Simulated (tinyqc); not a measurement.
Resistance of a source-drain extension with a graded tip: two steps of the calculation.

y runs along the channel, the gate covers y > 0. The doping is N0 for y < y0 and N0 10^(-(y - y0)/la) beyond, uniform over the depth xj. Sheet conductance s(y) = q mu(N) max(N - Nch, 0) xj + (for y > 0) ma Cox Vo, with mu(N) = u0 + (u1 - u0)/(1 + (N/Nr)^au) and Cox = eps0 eox/tox. Current is taken as one-dimensional; depletion of the tip, spreading and the contact are left out. The metallurgical junction lies at yj, where N = Nch.

Inputs (values chosen for the exercise); mobility law close to that of holes in silicon:
```
symbol    value        unit                                                               meaning
eox        21.7              relative permittivity of the gate insulator (close to hafnium oxide)
tox         8.1          nm                                                   insulator thickness
N0       5.9e19       cm^-3                      active doping of the extension far from the gate
la          6.7   nm/decade                                                    lateral abruptness
y0         -0.1          nm        position under the gate where the fall begins (gate edge at 0)
xj           29          nm                                                depth of the extension
Nch      3.3e18       cm^-3                                                        channel doping
Vo         0.83           V                                                        gate overdrive
ma           80  cm^2/(V s)                                    mobility of the gate-induced layer
u1        470.5  cm^2/(V s)                                                mobility at low doping
u0         44.9  cm^2/(V s)                                               mobility at high doping
Nr      2.23e17       cm^-3                                                      reference doping
au        0.719                                                                          exponent
Lg           40          nm                                                           gate length
```

Constants: q = 1.602176634e-19 C, eps0 = 8.8541878128e-14 F/cm where lengths are in cm. Results are converted to the units shown.

Problem 1. Sheet resistances and junction position. yj = y0 + la log10(N0/Nch); sheet resistance of the full extension 1/[q mu(N0)(N0 - Nch) xj] and of the gate-induced layer 1/(ma Cox Vo); metallurgical length Lg - 2 yj; ye is where the doped and the gate-induced conductances are equal.

Wanted: yj; sheet resistance of the extension; sheet resistance of the induced layer; metallurgical length; ye; N at ye.

Solution 1.

yj = 8.2907 nm
sheet resistance of the extension = 736.35 ohm/square
sheet resistance of the induced layer = 6349.0 ohm/square
metallurgical length = 23.419 nm
ye = 5.7937 nm
N at ye = 7.7839e18 cm^-3

The gate takes over 2.50 nm before the junction, where N is still 2.36 times the channel doping.

Problem 2. Resistance of the overlapped part. Midpoint rule on 12 equal steps from 0 to yj: R_ov = sum h/s(y), per width.

Wanted: y; N; doped conductance; sheet resistance; R_ov.

Solution 2.

```
point  y (nm)  N (cm^-3)  doped conductance (uS)  sheet resistance (ohm/square)
0      0.3454   5.063e19                    1173                          751.7
1       1.036   3.993e19                   933.8                          916.3
2       1.727   3.149e19                   742.3                           1111
3       2.418   2.483e19                   588.3                           1341
4       3.109   1.958e19                   463.7                           1610
5       3.800   1.544e19                   362.3                           1924
6       4.491   1.218e19                   278.9                           2291
7       5.182   9.606e18                   209.7                           2723
8       5.873   7.576e18                   151.3                           3238
9       6.563   5.975e18                   101.3                           3865
10      7.254   4.712e18                   57.47                           4652
11      7.945   3.716e18                   18.29                           5689
```

R_ov = 20.80 ohm um

tinyqc, about 0.05 s, one thread, Intel Xeon 2.30GHz (shared host): `OMP_NUM_THREADS=1 python tinyqc.py 2282237 2282238 out.jsonl`
